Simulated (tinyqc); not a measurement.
# MOS inversion layer, Poisson-Schroedinger loop: what changes with what

Electrons confined at an insulator interface at z = 0, treated as a hard wall; parabolic valleys, Hartree approximation, no image or exchange terms. The depletion charge lies far deeper than the electrons and gives a uniform field q Nd/(eps0 eps_r); the gate balances all charge. Energies are counted from the band edge at the interface.

Parameters, values chosen for the exercise; masses and permittivity close to those of silicon (100): temperature T = 200 K; relative permittivity eps_r = 11.9; mass along z of valley set A (2 valley(s)) mz1 = 0.934 m0; in-plane density-of-states mass of set A md1 = 0.189 m0; mass along z of valley set B (4 valley(s)) mz2 = 0.189 m0; in-plane density-of-states mass of set B md2 = 0.418 m0; sheet density of electrons Ns = 7.3e11 cm^-2; sheet density of depletion charge Nd = 1.3e12 cm^-2; extra shift of set B (strain) dE = 0 eV.

Constants: q = 1.602176634e-19 C, kB = 1.380649e-23 J/K, hbar = 1.054571817e-34 J s, m0 = 9.1093837015e-31 kg, Vt = kB T/q, eps0 = 8.8541878128e-14 F/cm where lengths are in cm, hbar^2/(2 m0) = 0.0380998212 eV nm^2. Results are converted to the units shown.

Each table varies one quantity; the others keep the values above.

## Effect of the sheet density of electrons

Schroedinger equation -(C/mz) psi'' + (V0 + U + dE for set B) psi = E psi, C = hbar^2/(2 m0), psi(0) = 0, on a uniform mesh of 800 nodes with a far wall at 26 nm, 8 levels a set; V0 = q Nd z/(eps0 eps_r); dU/dz = q (Ns - integral of n from 0 to z)/(eps0 eps_r), U(0) = 0; N_k = g md m0 q Vt/(pi hbar^2) ln(1 + exp((EF - E_k)/Vt)), g the number of valleys of the set, sum N_k = Ns. Triangular well: E_k = a_k (C F^2/mz)^(1/3), a_1 = 2.338107, a_2 = 4.087949, C = hbar^2/(2 m0), F in eV/nm. Fang-Howard (all electrons in the lowest level of set A): b^3 = 6 (mz1/C) q (Nd + 11 Ns/32)/(eps0 eps_r), centroid 3/b, level C b^2/(4 mz1) + (3/b) q (Nd + 11 Ns/16)/(eps0 eps_r). The centroid adds 3.9 z_av/eps_r to an oxide-equivalent thickness.

Effect of the sheet density of electrons:
```
Ns (cm^-2),A1 (meV),B1 (meV),EF (meV),share of A1 (%),share of set A (%),centroid z_av (nm),added oxide equivalent (nm),Fang-Howard centroid (nm)
1e11,61.2,103,-2.26,67.5,73.4,2.44,0.800,2.08
2.1e11,63.8,107,13.5,68.2,73.9,2.41,0.789,2.06
4.5e11,69.3,114,33.0,69.5,75.0,2.34,0.768,2.02
9.7e11,80.4,128,59.2,71.8,76.9,2.22,0.729,1.95
2.1e12,102,156,98.3,75.3,79.8,2.03,0.666,1.81
4.4e12,141,205,158,78.9,82.9,1.79,0.588,1.63
9.4e12,212,294,259,81.0,84.6,1.53,0.502,1.39
2e13,333,453,434,79.2,83.2,1.30,0.426,1.14
```

Read the table: what changes, and by how much?

As Ns goes from 1e11 to 2e13, A1 rises from 61.2 to 333 meV, the share of A1 goes from 67.5 through a maximum of 81.0 (at Ns = 9.4e12 among the rows listed) to 79.2 % and the centroid falls from 2.44 to 1.30 nm. A1 goes as Ns^(0.60) between the last two rows (a triangular well in the field of that charge alone gives 2/3). EF lies more than 2 meV above A1 for Ns = 4.4e12, 9.4e12, 2e13. The Fang-Howard centroid is 15 % below the full one in the first row, where A1 holds 67.5 %, and 12 % below it in the last, where A1 holds 79.2 %.

## Effect of the extra shift of set B (strain)

Schroedinger equation -(C/mz) psi'' + (V0 + U + dE for set B) psi = E psi, C = hbar^2/(2 m0), psi(0) = 0, on a uniform mesh of 800 nodes with a far wall at 25 nm, 8 levels a set; V0 = q Nd z/(eps0 eps_r); dU/dz = q (Ns - integral of n from 0 to z)/(eps0 eps_r), U(0) = 0; N_k = g md m0 q Vt/(pi hbar^2) ln(1 + exp((EF - E_k)/Vt)), g the number of valleys of the set, sum N_k = Ns.

The same in every row: Fang-Howard centroid (nm) = 1.98.

Results:
```
dE (eV),A1 (meV),B1 (meV),EF (meV),share of A1 (%),share of set A (%),centroid z_av (nm),added oxide equivalent (nm)
-0.05,77.1,75.7,24.2,17.0,17.9,2.98,0.977
0.01,75.1,131,50.1,78.5,84.6,2.17,0.712
0.04,74.8,160,52.3,89.5,96.8,2.03,0.664
0.07,74.7,190,52.7,91.8,99.4,1.99,0.654
0.1,74.7,220,52.8,92.3,99.9,1.99,0.652
0.13,74.7,250,52.8,92.3,100,1.99,0.651
0.16,74.7,280,52.8,92.3,100,1.99,0.651
```

Estimate the missing row, dE = -0.02 eV.

Computed row:
```
dE (eV),A1 (meV),B1 (meV),EF (meV),share of A1 (%),share of set A (%),centroid z_av (nm),added oxide equivalent (nm)
-0.02,76.1,103,42.2,48.9,52.2,2.57,0.841
```

With this row back in the table: As dE goes from -0.05 to 0.16, A1 falls from 77.1 to 74.7 meV, the share of A1 rises from 17.0 to 92.3 % and the centroid falls from 2.98 to 1.99 nm. The Fang-Howard centroid is 34 % below the full one in the first row, where A1 holds 17.0 %, and 0.27 % below it in the last, where A1 holds 92.3 %.

Computed by the program tinyqc: `OMP_NUM_THREADS=1 python tinyqc.py 2160003 2160004 out.jsonl`, one thread of a shared Intel Xeon 2.30GHz, about 0.7 s for the whole run.
